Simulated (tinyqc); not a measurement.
Comparisons within one model: trap in a gate oxide as a short-range spherical well. A value that a table varies takes the place of the one given here.

A spherical well of radius R and depth V0 below the conduction edge, one mass m, c = hbar^2/2m0. The s level at binding Et solves k cot(k R) = -kappa with k = sqrt(m (V0 - Et)/c), kappa = sqrt(m Et/c); it exists for V0 > Vc = c (pi/2R)^2/m. Outside, psi falls as exp(-kappa r)/r.

Lucovsky model (delta well, plane-wave final states, no local-field factor): sigma = (32 pi alpha c/(3 n_r m Et)) (x - 1)^(3/2)/x^3, x = h nu/Et, c = hbar^2/2m0; 1 angstrom^2 = 1e-16 cm^2.

Energies from the conduction edge of the channel. The trap level at depth x is E_T = dEc - Et - e Fox x (1 MV/cm = 0.01 eV/angstrom). An electron at the channel edge tunnels with the WKB exponent S = (4/3) sqrt(m/c) [dEc^(3/2) - (dEc - e Fox x)^(3/2)]/(e Fox), c = hbar^2/2m0; tau = t0 exp(S); the occupation is f = 1/(1 + exp((E_T - EF)/kB T)), tau_c = tau/f and tau_e = tau/(1 - f). Lattice relaxation is left out; a level below the channel edge needs phonons as well, so tau is then a lower bound, while a level above it can also empty elastically at its own energy, through a thinner barrier, faster than this tau.

Constants: hbar^2/2m0 = 3.80998211 eV angstrom^2; fine-structure constant alpha = 0.007297352564; kB = 8.617333262e-05 eV/K.

Parameters, chosen for this exercise (near those of SiO2 on Si; shifted at random, so the results belong to these values and not to a real crystal):
- R = 4.4 angstrom (radius of the well)
- m = 0.473 m0 (mass)
- fV = (1.02, 1.15, 1.33, 1.63, 2.16, 3.65, 5.92) (V0/Vc)
- n_r = 1.42 (refractive index)
- xs = (1.09, 1.22, 1.45, 1.94, 2.28, 3.13, 3.93, 7.83) (photon energies h nu/Et)
- dEc = 3.2 eV (conduction offset to the channel)
- Fox = 4.6 MV/cm (oxide field, lowering levels away from the channel)
- t0 = 6.3 x 1e-11 s (time constant at the interface)
- T = 400 K (temperature)
- EF = -0.14 eV (Fermi level above the channel edge)
- ds = (2, 5, 8, 11, 14, 17, 20) angstrom (depths)
- V0 = 4.01 eV (depth of the well)
- x = 15 angstrom (depth of the trap)

## From threshold to a deep level

Et against the depth at fixed R; near threshold Et = (pi^2/16)(V0 - Vc)^2/Vc.

Results:

| V0/Vc | V0 (eV) | Et (eV) | threshold form (eV) | 1/kappa (angstrom) | share outside |
|---|---|---|---|---|---|
| 1.02 | 1.047 | 0.0002496 | 0.0002533 | 179.6 | 0.976 |
| 1.15 | 1.181 | 0.01285 | 0.01425 | 25.0 | 0.841 |
| 1.33 | 1.365 | 0.05571 | 0.06896 | 12.0 | 0.702 |
| 1.63 | 1.673 | 0.1735 | 0.2513 | 6.8 | 0.545 |
| 2.16 | 2.217 | 0.4701 | 0.8521 | 4.1 | 0.382 |
| 3.65 | 3.747 | 1.586 | 4.447 | 2.3 | 0.195 |
| 5.92 | 6.077 | 3.586 | 15.33 | 1.5 | 0.104 |

What can be read from the table?

The threshold form holds to 10 % up to V0/Vc = 1.02 of those listed. There the state is mostly outside the well (98 % in the first row) and knows only Et, which is why a delta-well model works; more than half is inside from V0/Vc = 2.16 on. A second s level would need V0/Vc > 9.

## Neutral against charged centre

Et = 1.79966 eV

Lucovsky cross-section, its shape relative to the peak, and the shape of a hydrogen-like centre relative to threshold: x^-4 exp(4 - 4 atan(e)/e)/(1 - exp(-2 pi/e)), e = sqrt(x - 1).

Results:

| x | h nu (eV) | sigma (1e-18 cm^2) | relative to peak | hydrogen-like |
|---|---|---|---|---|
| 1.09 | 1.962 | 1.61 | 0.167 | 0.794 |
| 1.22 | 2.196 | 4.38 | 0.455 | 0.585 |
| 1.45 | 2.610 | 7.63 | 0.792 | 0.364 |
| 1.94 | 3.491 | 9.62 | 0.999 | 0.161 |
| 2.28 | 4.103 | 9.42 | 0.977 | 0.102 |
| 3.13 | 5.633 | 7.81 | 0.811 | 0.040 |
| 3.93 | 7.073 | 6.37 | 0.661 | 0.021 |
| 7.83 | 14.091 | 2.87 | 0.297 | 0.003 |

How do the results move?

The short-range centre starts from zero, reaches half its peak at x = 1.24 and peaks at x = 2; in the last row it still has 30 % of the peak. The Coulomb centre is largest at threshold and is down to 0.3 % there. Reading the peak as the threshold would misplace the level by a factor 2, here 1.80 eV. Rows above the gap, about 9 eV, are hidden by band-to-band absorption.

## Depth of the trap

Each depth has its own level and time; the corner frequency is 1/(2 pi tau).

Results:

| x (angstrom) | E_T (eV) | S | tau (s) | corner (Hz) | f |
|---|---|---|---|---|---|
| 2 | 1.308 | 2.50 | 7.7e-10 | 2.1e+08 | 0.000 |
| 5 | 1.170 | 6.19 | 3.1e-08 | 5.2e+06 | 0.000 |
| 8 | 1.032 | 9.79 | 1.1e-06 | 1.4e+05 | 0.000 |
| 11 | 0.894 | 13.30 | 3.8e-05 | 4.2e+03 | 0.000 |
| 14 | 0.756 | 16.73 | 0.0012 | 1.4e+02 | 0.000 |
| 17 | 0.618 | 20.06 | 0.033 | 4.9 | 0.000 |
| 20 | 0.480 | 23.30 | 0.83 | 0.19 | 0.000 |

What does this show?

tau spans 9.0 decades, one decade for each 1.87 angstrom at the start and 2.13 at the end, where the field has thinned the barrier. Traps spread evenly in depth are thus spread nearly evenly in ln tau; if levels near EF exist at every depth, this sums to 1/f noise and to charging that grows as ln t. With the single Et of this table only depths where f is neither 0 nor 1 contribute. The level stays above EF at all these depths.

## What each parameter does

Et from the well, then the level and the time. Each row changes one parameter from the base and keeps the others.

Results:

| case | Et (eV) | E_T (eV) | log10 tau (s) | ln(tau_c/tau_e) |
|---|---|---|---|---|
| base | 1.800 | 0.710 | -2.45 | 24.7 |
| x = 17 angstrom | 1.800 | 0.618 | -1.49 | 22.0 |
| Fox = 5.6 MV/cm | 1.800 | 0.560 | -2.55 | 20.3 |
| dEc = 2.94 eV | 1.800 | 0.450 | -2.81 | 17.1 |
| m = 0.52 m0 | 1.938 | 0.572 | -2.07 | 20.6 |
| V0 = 4.21 eV | 1.965 | 0.545 | -2.45 | 19.9 |
| T = 450 K | 1.800 | 0.710 | -2.45 | 21.9 |
| EF = -0.09 eV | 1.800 | 0.710 | -2.45 | 23.2 |

How do the results move?

The largest shifts from the base row, up to three for each result and ties (the steps differ in size, so this ranks the rows, not the parameters). Et (eV): V0 +0.165, m +0.139; unchanged at the printed digits by x, Fox, dEc, T and EF. E_T (eV): dEc -0.260, V0 -0.165, Fox -0.150; unchanged at the printed digits by T and EF. log10 tau (s): x +0.96, m +0.38, dEc -0.36; unchanged at the printed digits by V0, T and EF. ln(tau_c/tau_e): dEc -7.5, V0 -4.8, Fox -4.4.

Run: tinyqc, `OMP_NUM_THREADS=1 python tinyqc.py 1250504 1250505 out.jsonl`; Intel(R) Xeon(R) Processor @ 2.30GHz, one thread, shared host; about 0.01 s of CPU time with all checks.
